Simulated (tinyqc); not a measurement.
Inside a calculation. Method: plane-wave Kohn-Sham cycle with exchange-only LDA in a layered model solid. Computed by tinyqc, a small Python program that keeps every step. Settings: points = 16, plane-wave index or count = 3, electrons = 4, k points = 3, area = 15.0, mixing = 0.3, iteration cap = 73, Kerker q0 = 1.33. Command: `OMP_NUM_THREADS=1 python tinyqc.py 20855 20856 out.jsonl` (the two numbers bound the seeds that draw the settings). One thread of a shared host (Intel(R) Xeon(R) Processor @ 2.60GHz), about 0.05 s of CPU time with the checks. Later iterations appear only in the table of the cycle.

## Iteration 1: potential

A solid whose potential varies along x alone (atomic units):
```
parameter                      value
period a                   16.400000
cross-section of the cell  15.000000
electrons per cell                 4
grid points                       16
plane waves -n..n, n               3
k points                           3
V1 in V1 cos(2 pi x/a)     -0.550000
```

density at the start, on the grid x_j = j a/N (e/bohr^3): 0.01626016  0.01626016  0.01626016  0.01626016  0.01626016  0.01626016  0.01626016  0.01626016  0.01626016  0.01626016  0.01626016  0.01626016  0.01626016  0.01626016  0.01626016  0.01626016

V_H(G) = 4 pi rho(G)/G^2 for G != 0 (uniform background); v_x = -(3 rho/pi)^(1/3); V = V_ext + V_H + v_x; Fourier components f(G_m) = (1/N) sum_j f(x_j) exp(-i G_m x_j).

Potentials on the grid (hartree):
```
x              V_ext       V_H        v_x          V
0.000000   -0.550000  0.000000  -0.249478  -0.799478
1.025000   -0.508134  0.000000  -0.249478  -0.757612
2.050000   -0.388909  0.000000  -0.249478  -0.638387
3.075000   -0.210476  0.000000  -0.249478  -0.459954
4.100000           0  0.000000  -0.249478  -0.249478
5.125000    0.210476  0.000000  -0.249478  -0.039002
6.150000    0.388909  0.000000  -0.249478   0.139431
7.175000    0.508134  0.000000  -0.249478   0.258656
8.200000    0.550000  0.000000  -0.249478   0.300522
9.225000    0.508134  0.000000  -0.249478   0.258656
10.250000   0.388909  0.000000  -0.249478   0.139431
11.275000   0.210476  0.000000  -0.249478  -0.039002
12.300000          0  0.000000  -0.249478  -0.249478
13.325000  -0.210476  0.000000  -0.249478  -0.459954
14.350000  -0.388909  0.000000  -0.249478  -0.638387
15.375000  -0.508134  0.000000  -0.249478  -0.757612
```

V(G_m), m = 0, 1, 2, ... (hartree): -0.249478  -0.275000  0.000000  0.000000  0.000000  0.000000  0.000000

## Iteration 1: Hamiltonian at one k

k = 0.000000 2 pi / a

H(m,m') = (k + G_m)^2/2 delta + V(G_m - G_m'), with V(-G) = V(G).

H (hartree), lower triangle:
```
           -3         -2         -1         +0         +1         +2        +3
-3   0.411040
-2  -0.275000   0.044086
-1   0.000000  -0.275000  -0.176087
+0   0.000000   0.000000  -0.275000  -0.249478
+1   0.000000   0.000000   0.000000  -0.275000  -0.176087
+2   0.000000   0.000000   0.000000   0.000000  -0.275000   0.044086
+3   0.000000   0.000000   0.000000   0.000000   0.000000  -0.275000  0.411040
```

## Iteration 1: levels at that k

Diagonalise the Hermitian matrix.

eigenvalues (hartree): -0.661863  -0.395072  -0.145170  0.090977  0.245003  0.583134  0.591591

## Iteration 1: new density

Motion across x is left out: the lowest 2 band(s) hold two electrons at each of the k points (j + 1/2)/nk - 1/2. Residual R = rho(out) - rho(in); rho(new) = rho(in) + 0.3 R, with R(G) scaled by G^2/(G^2 + 1.33^2) (Kerker). rho(out) = 2/(a A nk) sum |psi|^2 with psi = sum c exp(i G x). Harris energy E = band energy - dV sum rho (V_H/2 + v_x) + (3/4) dV sum rho v_x with rho(in), dV = a A/N, band energy = (2/nk) sum of the filled levels.

rho(out) (e/bohr^3): 0.03793242  0.04270404  0.04030202  0.02157146  0.00566931  0.00071709  0.00009791  0.00004806  0.00001039  0.00004806  0.00009791  0.00071709  0.00566931  0.02157146  0.04030202  0.04270404

density after iteration 1 (e/bohr^3): 0.01585598  0.01715086  0.01783431  0.01611778  0.01513256  0.01557568  0.01603434  0.01619634  0.01622290  0.01619634  0.01603434  0.01557568  0.01513256  0.01611778  0.01783431  0.01715086

energy per cell = -1.86252268 hartree

## Iteration 2: potential

As before.

Potentials on the grid (hartree):
```
x              V_ext        V_H        v_x          V
0.000000   -0.550000   0.049060  -0.247393  -0.748334
1.025000   -0.508134   0.050030  -0.253952  -0.712056
2.050000   -0.388909   0.040056  -0.257282  -0.606135
3.075000   -0.210476   0.012331  -0.248748  -0.446892
4.100000           0  -0.014561  -0.243572  -0.258133
5.125000    0.210476  -0.028263  -0.245927  -0.063714
6.150000    0.388909  -0.032841  -0.248318   0.107750
7.175000    0.508134  -0.034098  -0.249151   0.224885
8.200000    0.550000  -0.034367  -0.249287   0.266346
9.225000    0.508134  -0.034098  -0.249151   0.224885
10.250000   0.388909  -0.032841  -0.248318   0.107750
11.275000   0.210476  -0.028263  -0.245927  -0.063714
12.300000          0  -0.014561  -0.243572  -0.258133
13.325000  -0.210476   0.012331  -0.248748  -0.446892
14.350000  -0.388909   0.040056  -0.257282  -0.606135
15.375000  -0.508134   0.050030  -0.253952  -0.712056
```

V(G_m), m = 0, 1, 2, ... (hartree): -0.249411  -0.253049  0.004214  -0.000886  -0.000093  0.000249  0.000071

## Iteration 2: Hamiltonian at one k

k = 0.000000 2 pi / a

As before.

H (hartree), lower triangle:
```
           -3         -2         -1         +0         +1         +2        +3
-3   0.411107
-2  -0.253049   0.044152
-1   0.004214  -0.253049  -0.176020
+0  -0.000886   0.004214  -0.253049  -0.249411
+1  -0.000093  -0.000886   0.004214  -0.253049  -0.176020
+2   0.000249  -0.000093  -0.000886   0.004214  -0.253049   0.044152
+3   0.000071   0.000249  -0.000093  -0.000886   0.004214  -0.253049  0.411107
```

## Iteration 2: levels at that k

As before.

eigenvalues (hartree): -0.619581  -0.369761  -0.137483  0.083333  0.222241  0.561475  0.568842

## Iteration 2: new density

As before.

rho(out) (e/bohr^3): 0.03696991  0.04161629  0.03989246  0.02237919  0.00651304  0.00099463  0.00014433  0.00005054  0.00001174  0.00005054  0.00014433  0.00099463  0.00651304  0.02237919  0.03989246  0.04161629

density after iteration 2 (e/bohr^3): 0.01563231  0.01790382  0.01916073  0.01613222  0.01421705  0.01490241  0.01576339  0.01610221  0.01616667  0.01610221  0.01576339  0.01490241  0.01421705  0.01613222  0.01916073  0.01790382

energy per cell = -1.72987316 hartree

## Convergence

Stop when sqrt(dV sum R^2) is below 1e-8, dV = a A/N.

Course of the cycle:
```
iteration  E (hartree)  norm of the residual
1          -1.86252268              2.80e-01
2          -1.72987316              2.65e-01
3          -1.60925529              2.50e-01
4          -1.50018605              2.36e-01
5          -1.40211699              2.22e-01
6          -1.31447137              2.09e-01
7          -1.23666254              1.96e-01
8          -1.16810486              1.84e-01
9          -1.10822289              1.71e-01
10         -1.05646025              1.59e-01
11         -1.01228678              1.47e-01
...                ...                   ...
63         -0.85733067              5.32e-03
64         -0.85734026              1.28e-02
65         -0.85754414              2.99e-02
66         -0.85773647              2.68e-02
67         -0.85747862              1.39e-02
68         -0.85740101              1.02e-02
69         -0.85737790              1.12e-02
70         -0.85740796              1.71e-02
71         -0.85752811              2.42e-02
72         -0.85757637              2.26e-02
73         -0.85748654              1.68e-02
```

Not converged within 73 iterations: the residual falls in a zigzag, on average by a factor of about 0.97 a step. At the k point shown the highest filled and lowest empty bands lie only 0.0025 hartree apart, so integer filling is fragile. Reruns (cap 100 unless said): mixing 0.1: not converged; mixing 0.5, Kerker q0 1.0: not converged; mixing 0.3, Pulay depth 5: not converged; the original settings with a cap of 400: not converged.
